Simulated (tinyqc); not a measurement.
Coverage along the feature as the dose grows: atomic layer deposition: Langmuir saturation, growth per cycle and coating of deep features. Computed by tinyqc, a small Python program. Command: `OMP_NUM_THREADS=1 python tinyqc.py 3027105 3027106 out.jsonl ald walk`. One thread of a shared host (Intel(R) Xeon(R) Processor @ 2.30GHz), about 0.01 s of CPU time with the checks.

Precursor A sticks only on free sites, so a long enough pulse saturates; co-reactant B then frees the sites again.

Inputs (values chosen for the exercise, modelled on zinc oxide from diethylzinc and water):
```
quantity                                  value    unit
precursor mass M                            124       u
site density q                              7.2  1/nm^2
sticking probability beta on free sites  0.0006       -
precursor pressure p                       0.57      Pa
temperature T                               175       C
pulse time t                               0.62       s
desorption energy E_d                      1.77      eV
aspect ratio a                               29       -
```

Feature: round hole.

Constants: u = 1.6605390666e-27 kg; k_B = 1.380649e-23 J/K; k_B = 8.617333262e-05 eV/K.

Method:
- Wall flux F = p/sqrt(2 pi M k_B T); rate of filling k_a = beta F/q; desorption k_d = 1e13 exp(-E_d/(k_B T)) per second. 1/m^2 = 1e-18/nm^2.
- Temperatures in kelvin are T(C) + 273.15.
- Diffusion-limited filling (Gordon) of a round hole of diameter w: a saturation front at depth z needs dz/dt = D_K n/(z (4q/w)), with Knudsen D_K = w c/3 and F = n c/4; including the entrance and floor terms, t = (q/F)(1 + 19a/4 + 3a^2/2). Reaction-limited filling needs ln(100)/k_a at any depth, k_a = beta F/q. Flow is molecular. The front picture holds when the modulus a sqrt(beta) is well above 1.
- Depth reached by the given pulse: solve the same formula for a. Exposure = p x diffusion-limited time; 1 langmuir = 1.33322e-4 Pa s.
- Continuum model with steady gas transport: d2n/dz2 = 3 beta (1 - th) n/d_h^2 (d_h the hydraulic diameter, n = 1 at the mouth, no flux at the floor, 60 cells), d th/dt = beta F n (1 - th)/q; no desorption. Times are multiples of the larger of the Gordon time and ln(100)/k_a.

diffusion-limited time = 1.58249 s

time to 99 % without desorption, ln(100)/k_a = 8.67423 s

flux F = 6370.83 1/(nm^2 s)

modulus = 0.710352

Coverage:
```
multiple   t (s)  top cell  quarter depth  half depth  three quarters  floor cell
0.05       0.434     0.204          0.167       0.141           0.126       0.121
0.10       0.867     0.367          0.310       0.268           0.242       0.234
0.20       1.735     0.599          0.533       0.480           0.446       0.434
0.40       3.470     0.840          0.796       0.757           0.731       0.722
0.60       5.205     0.936          0.915       0.895           0.881       0.876
0.80       6.939     0.975          0.966       0.957           0.951       0.948
1.00       8.674     0.990          0.986       0.983           0.980       0.979
1.30      11.276     0.997          0.997       0.996           0.995       0.995
```

At a multiple of 0.2 the coverage is 0.60 at the top and 0.43 at the floor. The coverage falls gradually with depth, without a sharp front. In the last row the floor reaches 0.995. Caution: the modulus is not well above 1 or the Gordon time is under three times ln(100)/k_a, so there is no sharp front: the Gordon time is only a lower bound and the reaction time must be met as well.
